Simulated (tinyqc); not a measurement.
# Pillar capacitor in an array: capacitance, non-linearity, leakage and relaxation: capacitance, non-linearity and leakage against thickness

A film between two metal electrodes, each interface adding a series capacitance ci. The small-signal permittivity is ek (1 + aq E^2); the field is found with the linear permittivity. Leakage J = J0 sinh(E/Ef). After a voltage step the film passes a relaxation current kr C V tt^(-nr), tt being the time in seconds. The sidewall is a coaxial capacitor with radii a = dm/2 and b = dm/2 + t, depth AR dm; the end face is left out.

Planar film: Cf = eps0 ek/t, 1/C = 1/Cf + 2/ci, EOT = 3.9 eps0/C, effective permittivity C t/eps0, E = (V/t) C/Cf; quadratic coefficient [C(V)/C - 1]/V^2 with Cf (1 + aq E^2) in C(V).

Inputs (values chosen for the exercise); permittivity of the order of that of titanium dioxide:
- ek = 85.2 (relative permittivity of the film)
- ci = 1000 uF/cm^2 (capacitance of each electrode interface (dead layer and screening))
- aq = 0.032 cm^2/MV^2 (quadratic field coefficient of the permittivity)
- V = 2.4 V (bias)
- J0 = 4.7e-11 A/cm^2 (leakage prefactor)
- Ef = 0.33 MV/cm (field for an e-fold rise of the leakage)

Constants: eps0 = 8.8541878128e-14 F/cm where lengths are in cm. Results are converted to the units shown.

Result of one run:

| C (uF/cm^2) | EOT (nm) | effective permittivity | E (MV/cm) | quadratic coefficient (ppm/V^2) | J (A/cm^2) |
|---|---|---|---|---|---|
| 4.979 | 0.6935 | 84.35 | 1.584 | 1.379e4 | 2.856e-9 |

Which film thickness t gave this result: 12, 15, 24, 47 or 60 nm?

t = 15 nm.

The whole series:

| t (nm) | C (uF/cm^2) | EOT (nm) | effective permittivity | E (MV/cm) | quadratic coefficient (ppm/V^2) | J (A/cm^2) |
|---|---|---|---|---|---|---|
| 9.2 | 8.067 | 0.4280 | 83.83 | 2.567 | 3.588e4 | 5.608e-8 |
| 12 | 6.208 | 0.5562 | 84.14 | 1.975 | 2.137e4 | 9.343e-9 |
| 15 | 4.979 | 0.6935 | 84.35 | 1.584 | 1.379e4 | 2.856e-9 |
| 19 | 3.939 | 0.8766 | 84.53 | 1.253 | 8653 | 1.047e-9 |
| 24 | 3.124 | 1.105 | 84.67 | 0.9938 | 5451 | 4.763e-10 |
| 30 | 2.502 | 1.380 | 84.77 | 0.7960 | 3502 | 2.601e-10 |
| 38 | 1.977 | 1.746 | 84.86 | 0.6291 | 2190 | 1.546e-10 |
| 47 | 1.600 | 2.158 | 84.93 | 0.5090 | 1435 | 1.049e-10 |
| 60 | 1.254 | 2.753 | 84.99 | 0.3990 | 882.2 | 7.172e-11 |

C falls from 8.07 to 1.25 uF/cm^2 while the effective permittivity goes from 83.8 to 85.0 (ek = 85.2). EOT is a straight line in t with slope 3.9/ek = 0.0458 and intercept 0.00691 nm. The quadratic coefficient goes as t^(-1.95) between the first two rows and t^(-1.99) between the last two (-2 without interfaces), and J falls by 2.89 decades.

tinyqc, about 0.01 s, one thread, Intel Xeon 2.30GHz (shared host): `OMP_NUM_THREADS=1 python tinyqc.py 2102004 2102005 out.jsonl`
